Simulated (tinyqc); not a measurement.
Hot electrons in a saturated n-channel MOSFET, lucky-electron model: one step of the calculation.

Beyond pinch-off the lateral field grows as Esat cosh(y/l) over the velocity-saturated region (pseudo-two-dimensional model). Impact ionisation in this region gives the substrate current, which biases the body forward through Rsub. Currents are per width. Local-field laws: they overstate ionisation when the field peak is narrower than an energy relaxation length.

Problem. Length and field scales. Cox = 3.9 eps0/tox, l = sqrt(3 tox xj), Esat = 2 vs/mu.

Values chosen for this exercise; values close to those of silicon n-channel devices:
- L = 1.2 um (channel length)
- tox = 26 nm (oxide thickness)
- xj = 320 nm (junction depth)
- mu = 280 cm^2/(V s) (effective mobility)
- vs = 7.9e6 cm/s (saturation velocity)

Constants: eps0 = 8.8541878128e-14 F/cm where lengths are in cm. Results are converted to the units shown.

Give: Cox; l; Esat; Esat L.

Solution.

Cox = 0.1328 uF/cm^2
l = 158.0 nm
Esat = 0.05643 MV/cm
Esat L = 6.771 V

tinyqc, about 0.01 s, one thread, Intel Xeon 2.30GHz (shared host): `OMP_NUM_THREADS=1 python tinyqc.py 2550093 2550094 out.jsonl`
